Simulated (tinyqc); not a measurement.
Raman line shape of confined optical phonons and breathing modes of small crystals. From mean shift, from the weights back to confinement constant beta. Computed by tinyqc, a small Python program. Command: `OMP_NUM_THREADS=1 python tinyqc.py 3018781 3018782 out.jsonl confine inv`. One thread of a shared host (Intel(R) Xeon(R) Processor @ 2.30GHz), about 0.03 s of CPU time with the checks.

Confinement in 1 direction(s) lets phonons with q away from zero scatter light. q is in units of 2 pi/a, from 0 to 1, and the branch is isotropic: omega(q)^2 = (omega_0^2 + omega_X^2)/2 + ((omega_0^2 - omega_X^2)/2) cos(pi q). The model and its constant beta are phenomenological; beta = 8 is the common choice.

Inputs (values chosen for the exercise, modelled on diamond):
```
quantity                                value      unit
bulk frequency omega_0                   1334      1/cm
frequency at the zone boundary omega_X   1140      1/cm
natural width Gamma_0                     2.2      1/cm
lattice constant a                      3.567  angstrom
size L                                    8.6        nm
probe offset omega - omega_0             -8.1      1/cm
```

Shape: film.

Method:
- Weight W(q) = q^0 exp(-(2 L q/a)^2/(2 beta)) dq, that is exp(-k^2 L^2/(2 beta pi^2)) for k = 2 pi q/a.
- I(omega) = int W(q) / [(omega - omega(q))^2 + (Gamma_0/2)^2] dq / int W dq x (Gamma_0/2)^2, by 400 Gauss-Legendre points on 0 < q < min(1, 2.5 a sqrt(2 beta)/L).
- Bulk Lorentzian 1/(1 + (2 offset/Gamma)^2); mean shift = weighted mean of omega(q) less the bulk frequency.

Task: A run gave the result below. Find the confinement constant beta, known to lie between 5.3 and 14.

mean shift, from the weights = -1.640712 1/cm

Result:

Each step takes the trial c = (a f_b - b f_a)/(f_b - f_a), f being the result less the target and a, b, c the logarithms of the listed values; c replaces end b, the old b replaces a if the sign of f changed, and otherwise f_a is halved.

Scan of the range:
```
confinement constant beta  mean shift, from the weights (1/cm)
5.30                                                  -1.00723
6.23                                                  -1.18304
7.33                                                  -1.39062
8.61                                                  -1.63168
10.10                                                 -1.91163
11.90                                                 -2.24887
14.00                                                 -2.64100
```

False position (Illinois rule, in the logarithm of the input) inside the bracket:
```
step    end a    end b    trial  mean shift, from the weights (1/cm)
1      8.6100  10.1000  8.65444                             -1.64004
2     10.1000   8.6544  8.65774                             -1.64066
3     10.1000   8.6577  8.65822                             -1.64075
4      8.6577   8.6582  8.65800                             -1.64071
```

Mean shift, from the weights falls at every point of a 13-point scan of the range (every second point is shown), so one value fits; it is bracketed by 8.61 and 10.1. Answer: confinement constant beta = 8.658.
